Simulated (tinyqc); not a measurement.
From results back to parameters: buckled dimers of a reconstructed (001) surface, two dangling bonds a dimer. Four cases, with inputs chosen for the exercise.

Problem. With tp the pi coupling of the two dangling bonds, gm their shift per height and kf the force constant (elastic energy kf z^2), an isolated buckled dimer has gap 2 gm^2/kf, buckling z with (gm z)^2 + tp^2 = (gm^2/kf)^2, and charge gm z/(gm^2/kf) moved to the up atom. The values come from hidden parameters.

Case 1.

gap = 1.303191 eV
z = 0.324347 angstrom
charge moved = 0.871102 e

Case 2.

gap = 1.140129 eV
z = 0.269851 angstrom
charge moved = 0.889934 e

Case 3.

gap = 1.768605 eV
z = 0.396265 angstrom
charge moved = 0.873815 e

Case 4.

gap = 0.766046 eV
z = 0.143001 angstrom
charge moved = 0.836301 e

Find: tp; gm; kf.

Solution. With x half the gap and c the charge: tp = x sqrt(1 - c^2), gm = x c/z, kf = gm^2/x.

Case 1.

tp = 0.32 eV
gm = 1.75 eV/angstrom
kf = 4.7 eV/angstrom^2

Case 2.

tp = 0.26 eV
gm = 1.88 eV/angstrom
kf = 6.2 eV/angstrom^2

Case 3.

tp = 0.43 eV
gm = 1.95 eV/angstrom
kf = 4.3 eV/angstrom^2

Case 4.

tp = 0.21 eV
gm = 2.24 eV/angstrom
kf = 13.1 eV/angstrom^2

Computed by tinyqc, one run a case: `OMP_NUM_THREADS=1 python tinyqc.py N N+1 out.jsonl` with N = 1482444, 1482462, 1482532, 1482608; one thread of a shared Intel(R) Xeon(R) Processor @ 2.30GHz, about 0.05 s a run at most.
